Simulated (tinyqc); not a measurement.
Avalanche multiplication and breakdown of a junction from ionisation integrals. Changing the hole prefactor a_p. Computed by tinyqc, a small Python program. Command: `OMP_NUM_THREADS=1 python tinyqc.py 3026855 3026856 out.jsonl impact sweep`. One thread of a shared host (Intel(R) Xeon(R) Processor @ 2.30GHz), about 0.02 s of CPU time with the checks.

Ionisation coefficients follow the local field. Position x runs through the depletion layer from the p side (x = 0), where electrons enter, to the n side (x = w), where holes enter. The built-in voltage is neglected.

Inputs (values chosen for the exercise, modelled on GaN):

| quantity | value | unit |
|---|---|---|
| electron prefactor a_n | 4.63e+08 | 1/cm |
| electron field b_n | 3.45e+07 | V/cm |
| hole field b_p | 1.46e+07 | V/cm |
| exponent c | 1 | - |
| permittivity eps | 9.7 | - |
| doping gradient a | 2e+19 | 1/cm^4 |
| bias as a fraction of the breakdown voltage | 0.65 | - |

Junction: linearly graded.

Constants: e = 1.602176634e-19 C; eps_0 = 8.8541878128e-12 F/m.

Method:
- alpha_n = a_n exp(-(b_n/F)^c), alpha_p = a_p exp(-(b_p/F)^c).
- Field F = F_m [1 - (2x/w - 1)^2], w = sqrt(8 eps eps_0 F_m/(e a)), V = (2/3) F_m w.
- With Phi(x) = int_0^x (alpha_n - alpha_p) dx': 1 - 1/M_n = I_n = int_0^w alpha_n exp(-Phi) dx and M_p = M_n exp(-Phi(w)); trapezoid rule on 401 even points; breakdown at I_n = 1.
- Solve I_n(F_m) = 1.
- Bias V = fraction times the breakdown voltage.
- M_n = 1/(1 - I_n), M_p = M_n exp(-Phi(w)); McIntyre excess noise for the carrier with the larger M, F_x = k M + (1 - k)(2 - 1/M), with k = (smaller M - 1)/(larger M - 1).

One run for each value:

| hole prefactor a_p (1/cm) | breakdown voltage (V) | effective k | excess noise factor | M_n |
|---|---|---|---|---|
| 7.20e+04 | 4821.6 | 4.6989e-01 | 1.0599 | 1.0290 |
| 1.90e+05 | 4546.9 | 1.2345e-01 | 1.1112 | 1.0152 |
| 5.20e+05 | 4200.3 | 2.6853e-02 | 1.1874 | 1.0061 |
| 1.40e+06 | 3806.3 | 5.0338e-03 | 1.2717 | 1.0019 |
| 3.70e+06 | 3395.8 | 8.1403e-04 | 1.3421 | 1.0004 |
| 9.90e+06 | 2991.6 | 1.0946e-04 | 1.3874 | 1.0001 |
| 7.20e+07 | 2300.3 | 1.3482e-06 | 1.4036 | 1.0000 |

Give the missing row, hole prefactor a_p (1/cm) = 2.70e+07.

Computed row:
```
hole prefactor a_p (1/cm)  breakdown voltage (V)  effective k  excess noise factor     M_n
2.70e+07                                  2618.0   1.2426e-05               1.4063  1.0000
```

Interpolating between the two neighbouring rows (the first column on a logarithmic scale, the others too where they are positive) misses most in effective k, by 4.6 %. Over the rows, breakdown voltage (V) falls from 4820 to 2300 (exponent d ln y / d ln x -0.060 between the first rows and -0.13 between the last); effective k falls from 0.470 to 1.35e-6 (exponent d ln y / d ln x -1.4 between the first rows and -2.3 between the last); excess noise factor goes from 1.06 through a maximum among these rows, 1.41 at 2.70e7, to 1.40. Breakdown needs feedback from both carriers; weakening one raises V_B much less than in proportion but changes the noise.

Extremes, crossings and ranges named in words are read from the listed rows.
